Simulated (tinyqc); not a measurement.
The same scatterer in wider strips: conductance of a narrow metal strip with scatterers (square lattice, Green functions).

A strip of W sites across with hard walls, site energy 0 and hopping -t. Mode n = 1 to W has profile chi_n(j) = sqrt(2/(W + 1)) sin(n j pi/(W + 1)) and energy en = -2t cos(n pi/(W + 1)); E = en - 2t cos(kn a). With z_n = exp(i kn a) (Im k > 0 for closed modes, |z| < 1) each lead gives the self-energy -t z_n in mode n. One column carries the site energies v, here a notch at the edge (a site raised out of reach). In the mode basis V_nm = sum_j chi_n(j) v_j chi_m(j), G = (E - en + 2 t z_n - V)^-1, and t_nm = 2t sqrt(sin(kn a) sin(km a)) G_nm in size for open modes. T = sum |t_nm|^2, conductance (2e^2/h) T.

Constants: e^2/h = 3.874045865e-05 S.

Values chosen for the exercise (hopping and spacing of the size met in Cu or Al; the lattice is a model; not measured data): t = 1.52 eV (hopping); a = 2.43 angstrom (spacing); E = -3.53 eV (Fermi energy); v = (50, 0, 0, 0) eV (site energies in the scattering column).

Width (W + 1) a; the strength is the entry of v largest in size. The notch stays one site deep. Added resistance (1/T - 1/M)/(2 e^2/h), M the number of open modes.

Against width:

| W | width (angstrom) | M | T | T/M | added resistance (ohm) |
|---|---|---|---|---|---|
| 3 | 9.7 | 1 | 0.9352 | 0.9352 | 893.6 |
| 4 | 12.2 | 2 | 1.2449 | 0.6225 | 3913.8 |
| 5 | 14.6 | 2 | 1.8076 | 0.9038 | 687.0 |
| 6 | 17.0 | 3 | 2.1804 | 0.7268 | 1617.2 |
| 8 | 21.9 | 4 | 3.0781 | 0.7695 | 966.4 |
| 10 | 26.7 | 4 | 3.9203 | 0.9801 | 65.6 |
| 14 | 36.5 | 6 | 5.7430 | 0.9572 | 96.3 |
| 20 | 51.0 | 9 | 8.5433 | 0.9493 | 76.7 |

What can be read from this table?

The added resistance is 894 ohm at W = 3 and 76.7 at W = 20; from W = 10 to 20 it changes by a factor 1.17, where 1/M gives 0.44 and 1/M^2 gives 0.20. A point scatterer removes at most one unit of M (here 0.06 to 0.92), so its resistance is at most 1/(M (M - 1)) in units of h/2e^2, without bound for M = 1, with jumps where modes open or where the site sits near a node of the open modes; the largest value is at W = 4 (3914 ohm).

tinyqc: `OMP_NUM_THREADS=1 python tinyqc.py 1452061 1452062 out.jsonl`; about 0.01 s, one thread, shared Intel(R) Xeon(R) Processor @ 2.30GHz.
